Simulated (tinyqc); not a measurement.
Strained alloy layer of GaSb and GaAs on (001) InP, model-solid band line-up: transition against well width.

The layer is x parts of the first compound and 1 - x of the second, grown coherently on the third as substrate and barrier. Rows of the table: lattice constant a, average valence level Ea on an absolute scale, spin-orbit splitting so, gaps at Gamma, X and L, hydrostatic deformation potentials av and ac (Gamma), shear potential b, elastic constants, electron and heavy-hole (along z) masses. All are interpolated linearly in x; gaps get -C x (1 - x), taken wholly in the conduction band; real line-ups can differ from this model by 0.1 eV or more.

In-plane strain e = (a_substrate - a)/a, e_z = -2 (c12/c11) e, volume change 2 e + e_z. With v = 2 e + e_z and d = 2 b (e_z - e): Eav = Ea + av v; E_hh = Eav + so/3 - d/2; E_lh = Eav - so/6 + d/4 + sqrt(so^2 + so d + 9 d^2/4)/2; E_c = Ea + so/3 + EG + ac v (Gamma). Substrate: E_v = Ea + so/3, E_c = E_v + EG. Well depths: dEc = E_c(substrate) - E_c, dEhh = E_hh - E_v(substrate), dElh likewise; strained Gamma gap E_c - max(E_hh, E_lh); positive values confine carriers in the layer. Lowest level of a finite well of width Lw and depth V: kw Lw/2 = arctan(sqrt((mw/mb)(V - E)/E)), kw = sqrt(mw E/C), C = hbar^2/(2 m0), for electrons (dEc) and heavy holes (dEhh), mb from the substrate; transition E_c - E_hh + both levels, without exciton binding; wavelength h c/E.

Values chosen for this exercise:
- x = 0.44 (fraction of the first compound in the layer)
- CG = 1.43 eV (bowing of the Gamma gap)
- CX = 1.2 eV (bowing of the X gap)
- CL = 1.2 eV (bowing of the L gap)

Constants: q = 1.602176634e-19 C, hbar = 1.054571817e-34 J s, h = 6.62607015e-34 J s, m0 = 9.1093837015e-31 kg, c = 299792458 m/s, hbar^2/(2 m0) = 0.0380998212 eV nm^2. Results are converted to the units shown.

Binary compounds, values chosen for the exercise:
```
              close to GaSb  close to GaAs  close to InP
a (angstrom)          6.096          5.653         5.869
Ea (eV)               -6.25          -6.92         -7.04
so (eV)               0.765          0.343         0.109
EG (eV)               0.723           1.41          1.35
EX (eV)                1.03           1.91          2.19
EL (eV)               0.801           1.69          1.91
av (eV)               0.786           1.17          1.27
ac (eV)               -6.87          -7.26         -5.02
b (eV)                -2.03          -1.69          -1.7
c11 (GPa)              87.8            120           102
c12 (GPa)              40.4           53.9          56.3
me (m0)              0.0395         0.0677        0.0803
mh (m0)               0.254          0.354         0.523
```

Results:
```
Lw (nm)  electron level (meV)  heavy-hole level (meV)  transition energy (eV)  wavelength (nm)
1.5                    63.010                  163.86                 0.96299           1287.5
2.1                    59.197                  109.91                 0.90523           1369.6
3                      52.913                  67.958                 0.85699           1446.7
4.3                    44.264                  39.700                 0.82008           1511.8
8.7                    24.950                  12.300                 0.77337           1603.2
12                     17.435                  6.9285                 0.76048           1630.3
18                     10.288                  3.2795                 0.74969           1653.8
25                     6.3619                  1.7627                 0.74424           1665.9
```

Estimate the missing row, Lw = 6.1 nm.

Computed row:
```
Lw (nm)  electron level (meV)  heavy-hole level (meV)  transition energy (eV)  wavelength (nm)
6.1                    34.587                  22.579                 0.79328           1562.9
```

With this row back in the table: The wavelength rises from 1287 to 1666 nm, towards 1684 nm for E_c - E_hh alone. The electron level goes as Lw^(-0.19) in the thinnest wells, where it reaches 92.8 % of the depth dEc = 67.9 meV, and as Lw^(-1.46) in the widest. One monolayer (a/2) more shifts the transition by about -11 meV at Lw = 3 nm.

Computed by the program tinyqc: `OMP_NUM_THREADS=1 python tinyqc.py 2690112 2690113 out.jsonl`, one thread of a shared Intel Xeon 2.30GHz, about 0.01 s for the whole run.
